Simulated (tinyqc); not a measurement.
Input admittance of a MOSFET at zero drain bias: distributed channel and distributed gate: one step of the calculation.

Source and drain grounded, strong inversion, w = 2 pi f, Cox = eps0 eox/tox. The channel is an RC line of resistance 1/(mu Cox Vo) per square fed from both ends, so one finger has the intrinsic admittance y = i w Cox L tanh(g)/g per width, g = (1/2) sqrt(i w tau), tau = L^2/(mu Vo). The vertical resistance rv/L is in series with y, the overlaps 2 i w Cov in parallel: y_t = 1/(1/y + rv/L) + 2 i w Cov. The gate strip is a line of Rsh/L per length loaded by y_t, so a finger has Y = y_t Wf tanh(k)/k, k = (Wf/sd) sqrt(y_t Rsh/L); the device has Nf Y.

Task. Low-frequency resistances and capacitance. Low-frequency limits, with c = Cox L and ct = c + 2 Cov: R_strip = Rsh Wf/(3 sd^2 L Nf), R_ch = (c/ct)^2 L/(12 mu Cox Vo Wf Nf), R_vert = (c/ct)^2 rv/(L Wf Nf), C = ct Wf Nf.

Values chosen for this exercise; values of the order met in silicon radio-frequency transistors:
```
symbol  value        unit                                                                 meaning
eox       3.9              relative permittivity of the gate insulator (close to silicon dioxide)
tox       1.6          nm                                                     insulator thickness
L         0.5          um                                                          channel length
Wf       0.57          um                                                            finger width
Nf         64                                                                   number of fingers
mu        310  cm^2/(V s)                                                        channel mobility
Vo       0.67           V                                                          gate overdrive
Rsh        17  ohm/square                                            sheet resistance of the gate
rv          0    ohm um^2                                  vertical resistivity of the gate stack
sd          1                                       number of ends at which a finger is contacted
Cov      0.36       fF/um                             overlap and fringe capacitance on each side
```

Constants: eps0 = 8.8541878128e-14 F/cm where lengths are in cm. Results are converted to the units shown.

Find: parts; sum; C; 1/(2 pi R C).

Result.

parts (ohm): strip 0.10094, channel 2.2392, vertical 0
sum = 2.3402 ohm
C = 419.92 fF
1/(2 pi R C) = 161.96 GHz

The channel term is the largest, 95.7 % of the sum.

tinyqc, about 0.01 s, one thread, Intel Xeon 2.30GHz (shared host): `OMP_NUM_THREADS=1 python tinyqc.py 2262104 2262105 out.jsonl`
